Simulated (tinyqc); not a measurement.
# Octagonal on-chip spiral inductor, lumped pi model: effects of single changes

Outer diameter do = di + 2 n wd + 2 (n - 1) sp, mean da = (do + di)/2, fill p = (do - di)/(do + di), length l = 3.314 n da. L = 2.25 mu0 n^2 da/(1 + 3.55 p), mu0 = 4 pi 1e-7 H/m. Rs = rho l/(wd delta (1 - exp(-th/delta))), delta = sqrt(rho/(pi f mu0)). Cs = n wd^2 eps0 eo/hu across the coil. At each end Cox = l wd eps0 eo/(2 ho) leads to the substrate branch Rsi = 2 rs he/(l wd) in parallel with Csi = l wd eps0 11.7/(2 he). With one end grounded Y = 1/(Rs + i w L) + i w Cs + 1/[1/(i w Cox) + 1/(1/Rsi + i w Csi)], w = 2 pi f; Q = -Im Y/Re Y. Eddy currents in neighbouring turns and in the substrate are left out.

Parameters, values chosen for the exercise; values of the order met in silicon radio-frequency processes:

| symbol | value | unit | meaning |
|---|---|---|---|
| n | 1.5 |  | number of turns |
| wd | 6 | um | line width |
| sp | 2 | um | space between turns |
| di | 140 | um | inner diameter |
| th | 0.9 | um | metal thickness |
| rho | 2.2 | uohm cm | metal resistivity |
| ho | 9 | um | oxide below the coil |
| hu | 1.1 | um | oxide between coil and underpass |
| eo | 4.1 |  | relative permittivity of the oxide |
| rs | 1 | ohm cm | substrate resistivity |
| he | 30 | um | effective spreading depth in the substrate |
| f | 3.1 | GHz | frequency |

Constants: eps0 = 8.8541878128e-12 F/m. Results are converted to the units shown.

Each table varies one quantity; the others keep the values above.

## Quality factor against frequency

Apparent inductance Im(1/Y)/w; share of the loss Re(substrate branch)/Re Y.

Results:
```
f (GHz)  Rs (ohm)  w L/Rs       Q  apparent inductance (nH)  loss in the substrate (%)
1          3.6536  1.3270  1.3263                   0.77175                  4.3472e-4
1.7        3.8552  2.1380  2.1354                   0.77220                  0.0026737
2.7        4.0881  3.2021  3.1932                   0.77329                   0.014433
7.3        4.8664  7.2729  7.1012                   0.78490                    0.59259
12         5.4731  10.630  9.7608                   0.80856                     3.6282
20         6.3302  15.318  10.790                   0.88094                     19.239
32         7.4089  20.941  6.5664                    1.0988                     54.417
52         8.9226  28.256  1.0996                    1.6969                     84.383
```

Estimate the missing row, f = 4.5 GHz.

Computed row:
```
f (GHz)  Rs (ohm)  w L/Rs       Q  apparent inductance (nH)  loss in the substrate (%)
4.5        4.4301  4.9249  4.8860                   0.77653                   0.097167
```

With this row back in the table: Q goes from 1.33 through a maximum of 10.8 (at f = 20 GHz among the rows listed) to 1.10; the exact peak is 11.0 at 17.8 GHz and Q reaches zero at the self-resonance, 61.3 GHz. The share of the substrate rises from 4.35e-4 to 84.4 %, and the apparent inductance ends at 2.20 times L. At the peak the substrate takes 13.5 % of the loss. For f = 32, 52 the coil is longer than 0.15 of a wavelength in the oxide, where one lumped section is rough.

## Effect of the line width

Same model as above.

Peak Q and its frequency from a search over f; self-resonance where Im Y = 0; Q at the given f (negative beyond resonance).

Effect of the line width:
```
wd (um)  L (nH)  do (um)  peak Q  f of the peak (GHz)  self-resonance (GHz)  Q at f
2        0.8339    148.0   6.134                32.01                 126.1   1.350
4        0.7999    154.0   8.962                21.88                 80.32   2.535
6        0.7716    160.0   10.96                17.75                 61.31   3.591
9        0.7373    169.0   13.13                14.49                 46.81   4.986
13       0.7025    181.0   15.12                12.08                 36.59   6.585
18       0.6715    196.0   16.80                10.26                 29.28   8.287
25       0.6431    217.0   18.30                8.641                 23.17   10.29
```

As wd goes from 2 to 25, L falls from 0.834 to 0.643 nH, the peak Q rises from 6.13 to 18.3, its frequency falls from 32.0 to 8.64 GHz and the self-resonance falls from 126 to 23.2 GHz.

Program tinyqc, `OMP_NUM_THREADS=1 python tinyqc.py 2302055 2302056 out.jsonl`; Intel Xeon 2.30GHz, shared host, one thread, about 0.01 s.
